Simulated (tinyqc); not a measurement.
Which input was changed? Model: two-step dopant diffusion (predeposition and drive-in) with a constant diffusivity. Computed by tinyqc, a small Python program. Command: `OMP_NUM_THREADS=1 python tinyqc.py 3016175 3016176 out.jsonl dopdiff which`. One thread of a shared host (Intel(R) Xeon(R) Processor @ 2.30GHz), about 0.1 s of CPU time with the checks.

Fick diffusion into a half space x > 0 whose background doping C_B is of the opposite type, so that a junction lies where C = C_B.

Inputs (values chosen for the exercise, modelled on gallium in silicon):

| quantity | value | unit |
|---|---|---|
| prefactor D0 | 0.398 | cm^2/s |
| activation energy E | 3.37 | eV |
| surface concentration C_s | 1.2e+18 | 1/cm^3 |
| background doping C_B | 1.7e+14 | 1/cm^3 |
| predeposition temperature T1 | 1025 | C |
| predeposition time t1 | 15 | min |
| drive-in temperature T2 | 1075 | C |
| drive-in time t2 | 240 | min |
| mean mobility in the layer mu | 180 | cm^2/(V s) |
| ramp rate | 20 | C/min |
| stand-by temperature | 750 | C |

Furnace ramps of the drive-in: linear ramps.

Constants: k_B = 8.617333262e-05 eV/K; e = 1.602176634e-19 C.

Method:
- D = D0 exp(-E/(k_B T)).
- Temperatures in kelvin are T(C) + 273.15.
- Times in seconds are 60 times the minutes.
- One ramp between the stand-by temperature and T2 adds int D dT / rate (40-point Gauss-Legendre); the usual estimate counts it as an extra time k_B T2^2/(E rate) at T2. (Dt)2 = D2 t2 + two ramps, times in seconds.
- C = C_s erfc(x/(2 sqrt(D1 t1))); dose Q = 2 C_s sqrt(D1 t1/pi); the junction solves erfc(z) = C_B/C_s with x_j = 2 z sqrt(D1 t1).
- With a sealed surface and a thin source, C = Q/sqrt(pi (Dt)2) exp(-x^2/(4 (Dt)2)); x_j = 2 sqrt((Dt)2 ln(C(0)/C_B)); gradient at the junction |dC/dx| = C_B x_j/(2 (Dt)2).
- Net dose Q_net = Q erf(x_j/(2 sqrt((Dt)2))) - C_B x_j; R_s = 1/(e mu Q_net), with every dopant ionised and one mobility.

Task: One of these inputs alone was changed, within the range given: surface concentration C_s (6e+17 to 2.4e+18); predeposition temperature T1 (800 to 1100); drive-in temperature T2 (950 to 1250); mean mobility in the layer mu (90 to 360). Which one, and to what value?

Results:

| run | sheet resistance R_s (Gaussian) (ohm/square) | surface concentration C(0) (Gaussian) (1/cm^3) | dose Q (1/cm^2) |
|---|---|---|---|
| before | 4732.136 | 1.082630e+17 | 7.363121e+12 |
| after | 6309.514 | 1.082630e+17 | 7.363121e+12 |

Result:

Each candidate set to reproduce sheet resistance R_s (Gaussian), and what it then gives:

| candidate | range searched | value needed | surface concentration C(0) (Gaussian) (1/cm^3) | dose Q (1/cm^2) |
|---|---|---|---|---|
| surface concentration C_s (1/cm^3) | 6e+17 to 2.4e+18 | 9.013e17 | 8.1318e+16 | 5.5305e+12 |
| predeposition temperature T1 (C) | 800 to 1100 | 1001 | 8.1318e+16 | 5.5305e+12 |
| drive-in temperature T2 (C) | 950 to 1250 | out of reach | - | - |
| mean mobility in the layer mu (cm^2/(V s)) | 90 to 360 | 135.0 | 1.0826e+17 | 7.3631e+12 |

Only mean mobility in the layer mu fits every result: it went from 180 to 135 cm^2/(V s). The next best candidate, surface concentration C_s, misses one result by 25 %.
